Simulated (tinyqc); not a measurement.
Comparisons within one model: alloy A(1-x)B(x) by interpolation with bowing. A value that a table varies takes the place of the one given here.

Each gap follows E(x) = (1 - x) E_A + x E_B - C x (1 - x); the lattice constant follows Vegard, a(x) = (1 - x) a_A + x a_B.

Mass at Gamma from the Kane formula 1/m = F + Ep (Eg + 2 Dso/3)/(Eg (Eg + Dso)). F is fixed by the masses of A and B and interpolated linearly, as is Ep; Eg and Dso carry their bowing.

Constants: hc = 1239.841984 eV nm.

Values chosen for the exercise (A near InAs, B near AlAs; shifted at random, so the results belong to these values and not to a real crystal): a = (6.053, 5.666) angstrom (lattice constant of A, B); Eg = (0.417, 3.145) eV (gap at Gamma to the s-like level of A, B); EgX = (1.436, 2.244) eV (gap to the lowest valley along Gamma-X of A, B); EgL = (1.147, 2.444) eV (gap to L of A, B); C = (0.762, 0, 0) eV (bowing of the Gamma, X and L gaps); Dso = (0.384, 0.28) eV (spin-orbit splitting of A, B); Ep = (21.5, 21.2) eV (Kane energy of A, B); me = (0.0257, 0.1515) m0 (electron mass at Gamma of A, B); Cs = 0.11 eV (bowing of Dso); x = 0.71 (fraction of B).

## Gaps across the alloy

Eleven compositions.

Gaps (eV):

| x | a (angstrom) | Gamma | X | L | lowest | wavelength (nm) |
|---|---|---|---|---|---|---|
| 0.0 | 6.0530 | 0.417 | 1.436 | 1.147 | Gamma | 2973 |
| 0.1 | 6.0143 | 0.621 | 1.517 | 1.277 | Gamma | 1996 |
| 0.2 | 5.9756 | 0.841 | 1.598 | 1.406 | Gamma | 1475 |
| 0.3 | 5.9369 | 1.075 | 1.678 | 1.536 | Gamma | 1153 |
| 0.4 | 5.8982 | 1.325 | 1.759 | 1.666 | Gamma | 936 |
| 0.5 | 5.8595 | 1.591 | 1.840 | 1.796 | Gamma | 780 |
| 0.6 | 5.8208 | 1.871 | 1.921 | 1.925 | Gamma | 663 |
| 0.7 | 5.7821 | 2.167 | 2.002 | 2.055 | X | 619 |
| 0.8 | 5.7434 | 2.477 | 2.082 | 2.185 | X | 595 |
| 0.9 | 5.7047 | 2.804 | 2.163 | 2.314 | X | 573 |
| 1.0 | 5.6660 | 3.145 | 2.244 | 2.444 | X | 553 |

The lowest valley changes at x = 0.624 (Gamma to X, gap 1.940 eV). The Gamma gap is monotonic, since its bowing (0.762 eV) is smaller than the difference of the end gaps (2.728 eV); at x = 0.5 bowing lowers it by C/4 = 0.191 eV.

## Three ways to interpolate a mass

Linear in m, linear in 1/m, and the Kane formula.

Masses (m0):

| x | Eg (eV) | linear in m | linear in 1/m | Kane | Kane m/Eg (1/eV) |
|---|---|---|---|---|---|
| 0.000 | 0.417 | 0.0257 | 0.0257 | 0.0257 | 0.0616 |
| 0.125 | 0.675 | 0.0414 | 0.0287 | 0.0412 | 0.0611 |
| 0.250 | 0.956 | 0.0571 | 0.0324 | 0.0583 | 0.0609 |
| 0.375 | 1.261 | 0.0729 | 0.0373 | 0.0765 | 0.0606 |
| 0.500 | 1.591 | 0.0886 | 0.0439 | 0.0950 | 0.0598 |
| 0.625 | 1.943 | 0.1043 | 0.0534 | 0.1129 | 0.0581 |
| 0.750 | 2.320 | 0.1201 | 0.0681 | 0.1288 | 0.0555 |
| 0.875 | 2.721 | 0.1358 | 0.0940 | 0.1419 | 0.0521 |
| 1.000 | 3.145 | 0.1515 | 0.1515 | 0.1515 | 0.0482 |

At x = 0.5 the three give 0.0886, 0.0439 and 0.0950; judged by the largest distance, the Kane value is closer to the interpolation in m (largest distances 0.0087 m0 from the rule in m, 0.0606 m0 from the rule in 1/m). The ratio m/Eg varies by a factor of 1.28 while the gap varies by 7.54; a constant ratio is the two-band rule m = Eg/Ep at fixed Ep.

## What each parameter does

Gaps at x and the Kane mass. Each row changes one parameter from the base and keeps the others.

Results:

| case | Gamma (eV) | X (eV) | L (eV) | mass (m0) |
|---|---|---|---|---|
| base | 2.1970 | 2.0097 | 2.0679 | 0.1240 |
| x = 0.75 | 2.3201 | 2.0420 | 2.1197 | 0.1288 |
| C = (0.862, 0.1, 0.1) eV | 2.1764 | 1.9891 | 2.0473 | 0.1227 |
| Eg = (0.438, 3.145) eV | 2.2031 | 2.0097 | 2.0679 | 0.1165 |
| EgX = (1.436, 2.132) eV | 2.1970 | 1.9302 | 2.0679 | 0.1240 |
| EgL = (1.09, 2.444) eV | 2.1970 | 2.0097 | 2.0513 | 0.1240 |
| Ep = (23.7, 23.3) eV | 2.1970 | 2.0097 | 2.0679 | 0.1379 |
| Cs = 0.16 eV | 2.1970 | 2.0097 | 2.0679 | 0.1238 |

The largest shifts from the base row, up to three for each result and ties (the steps differ in size, so this ranks the rows, not the parameters). Gamma (eV): x +0.1231, C -0.0206, Eg +0.0061; unchanged at the printed digits by EgX, EgL, Ep and Cs. X (eV): EgX -0.0795, x +0.0323, C -0.0206; unchanged at the printed digits by Eg, EgL, Ep and Cs. L (eV): x +0.0519, C -0.0206, EgL -0.0165; unchanged at the printed digits by Eg, EgX, Ep and Cs. mass (m0): Ep +0.0139, Eg -0.0075, x +0.0048; unchanged at the printed digits by EgX and EgL.

Run: tinyqc, `OMP_NUM_THREADS=1 python tinyqc.py 1081451 1081452 out.jsonl`; Intel(R) Xeon(R) Processor @ 2.30GHz, one thread, shared host; about 0.01 s of CPU time with all checks.
